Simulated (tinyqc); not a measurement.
Inputs raised by 2 %, one at a time: configuration-coordinate model of a defect: Huang-Rhys factor and luminescence line shape. Computed by tinyqc, a small Python program. Command: `OMP_NUM_THREADS=1 python tinyqc.py 3000575 3000576 out.jsonl ccline sens`. One thread of a shared host (Intel(R) Xeon(R) Processor @ 2.30GHz), about 0.05 s of CPU time with the checks.

Ground state E_g(Q) = (1/2) omega_g^2 Q^2; excited state E_e(Q) = E_0 + (1/2) omega_e^2 (Q - dQ)^2 with omega_e = omega_g and E_0 = E_ZPL. Q is mass-weighted; the dipole does not depend on Q (Condon approximation).

Inputs (values chosen for the exercise, for a model defect in a wide-gap host):

| quantity | value | unit |
|---|---|---|
| zero-phonon energy E_ZPL | 4.95 | eV |
| displacement dQ | 0.394 | u^(1/2) angstrom |
| ground-state phonon hbar omega_g | 95.2 | meV |
| temperature T | 4 | K |
| refractive index n_r | 2.17 | - |
| transition dipole mu | 0.43 | e angstrom |
| quenching prefactor nu_0 | 8e+12 | 1/s |

Modes: equal frequencies in both states.

Constants: hbar^2/u = 4.18015928e-03 eV angstrom^2; k_B = 8.617333262e-05 eV/K; hbar = 6.582119569e-16 eV s; e = 1.602176634e-19 C; eps_0 = 8.8541878128e-12 F/m; hbar = 1.054571817e-34 J s; c = 299792458 m/s.

Method:
- S = hbar omega dQ^2/(2 hbar^2/u) for each state; relaxation energy S hbar omega; absorption at E_0 + S_e hbar omega_e, emission at E_0 - S_g hbar omega_g; the Stokes shift is their difference.
- Overlaps <m_e|n_g> of harmonic-oscillator functions (Hermite recursion, positive leading coefficients) by a sum over an even grid (700 points from x = -9 to 9 + d for the small table, 1500 points from -16 to 16 + d for the thermal sums), with x = Q sqrt(omega_g/hbar), d = sqrt(2 S_g) and frequency ratio omega_e/omega_g.
- Initial levels m = 0..24 carry Boltzmann weights exp(-m hbar omega_e/k_B T), normalised; final levels n = 0..79; a line lies at E_ZPL + m hbar omega_e - n hbar omega_g with weight w_m <m|n>^2. Moments are taken over these weights without the E^3 factor; FWHM = 2 sqrt(2 ln 2) x standard deviation; the zero-phonon weight is the sum of w_m <m|m>^2.
- The curves cross at the root Q_c nearest dQ; the barrier is (1/2) omega_e^2 (Q_c - dQ)^2, with (1/2) omega^2 = (hbar omega)^2/(2 hbar^2/u). k_r = n_r omega^3 mu^2/(3 pi eps_0 hbar c^3) at the vertical emission energy, without local-field correction; k_nr = nu_0 exp(-barrier/k_B T) (Mott-Seitz); yield = k_r/(k_r + k_nr); T_1/2 = barrier/(k_B ln(nu_0/k_r)).

Runs:

| input moved | from | to | Stokes shift (eV) | FWHM from the second moment (eV) | zero-phonon weight | classical barrier (eV) |
|---|---|---|---|---|---|---|
| base run | - | - | 0.3366 | 0.2981 | 0.1707 | 33.97 |
| displacement dQ (u^(1/2) angstrom) | 0.394 | 0.40188 | 0.3502 | 0.3040 | 0.1590 | 32.56 |
| ground-state phonon hbar omega_g (meV) | 95.2 | 97.104 | 0.3502 | 0.3070 | 0.1648 | 32.56 |
| zero-phonon energy E_ZPL (eV) | 4.95 | 5.049 | 0.3366 | 0.2981 | 0.1707 | 35.39 |
| temperature T (K) | 4 | 4.08 | 0.3366 | 0.2981 | 0.1707 | 33.97 |
| transition dipole mu (e angstrom) | 0.43 | 0.4386 | 0.3366 | 0.2981 | 0.1707 | 33.97 |
| refractive index n_r | 2.17 | 2.2134 | 0.3366 | 0.2981 | 0.1707 | 33.97 |

Exponents ln(y'/y) / ln(x'/x):

| input | Stokes shift | FWHM from the second moment | zero-phonon weight | classical barrier |
|---|---|---|---|---|
| displacement dQ | 2 | 1.0 | -3.606 | -2.144 |
| ground-state phonon hbar omega_g | 2 | 1.5 | -1.785 | -2.144 |
| zero-phonon energy E_ZPL | 0 | 0.0 | 0.000 | 2.070 |
| temperature T | 0 | 0.0 | 0.000 | 0.000 |
| transition dipole mu | 0 | 0.0 | 0.000 | 0.000 |
| refractive index n_r | 0 | 0.0 | 0.000 | 0.000 |

Among the inputs moved here: Stokes shift answers most in size to displacement dQ (exponent +2.000), and about equally to ground-state phonon hbar omega_g (+2.000); its exponent is below 0.0005 for zero-phonon energy E_ZPL, temperature T, transition dipole mu, refractive index n_r. Its exponent +2.000 in displacement dQ: relaxation energies go as omega^2 dQ^2. FWHM from the second moment answers most in size to ground-state phonon hbar omega_g (exponent +1.500), next to displacement dQ (+1.000); its exponent is below 0.0005 for zero-phonon energy E_ZPL, temperature T, transition dipole mu, refractive index n_r. Its exponent +1.000 in displacement dQ: the width goes as sqrt(S). Its exponent 0.000 in temperature T: zero-point motion sets the width. Zero-phonon weight answers most in size to displacement dQ (exponent -3.606), next to ground-state phonon hbar omega_g (-1.785); its exponent is below 0.0005 for zero-phonon energy E_ZPL, temperature T, transition dipole mu, refractive index n_r. Classical barrier answers most in size to displacement dQ (exponent -2.144), and about equally to ground-state phonon hbar omega_g (-2.144); its exponent is below 0.0005 for temperature T, transition dipole mu, refractive index n_r.

Caution (all rows): for small S the spectrum is a set of resolved lines, and a Gaussian width has little meaning. Caution (all rows): the curves cross far outside the range of the harmonic model, so the barrier and T_1/2 have no quantitative meaning.

Extremes, crossings and ranges named in words are read from the listed rows.
